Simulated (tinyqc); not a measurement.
Exponent and activation energy from three stresses.

Inverse problem. Oxide breakdown follows t63 = a V^(-n) exp(Ea q/(kB T)). Find n, Ea and the E-model slope gamma = n/E (cm/MV) at the higher voltage, E = V/tox.

Values chosen for this exercise:

| symbol | value | unit | meaning |
|---|---|---|---|
| tox | 3.5 | nm | oxide thickness |

Constants: q = 1.602176634e-19 C, kB = 1.380649e-23 J/K. Results are converted to the units shown.

t63 at (2.76 V, 373 K), (4.06 V, 373 K) and (4.06 V, 398 K) (s): [1.1223984e5, 0.049826980, 0.0079373729]

Solution. The two voltages give n and the two temperatures Ea.

n = 37.90
Ea = 0.9400 eV
gamma = 3.267 cm/MV

tinyqc, about 0.01 s, one thread, Intel Xeon 2.30GHz (shared host): `OMP_NUM_THREADS=1 python tinyqc.py 2070155 2070156 out.jsonl`
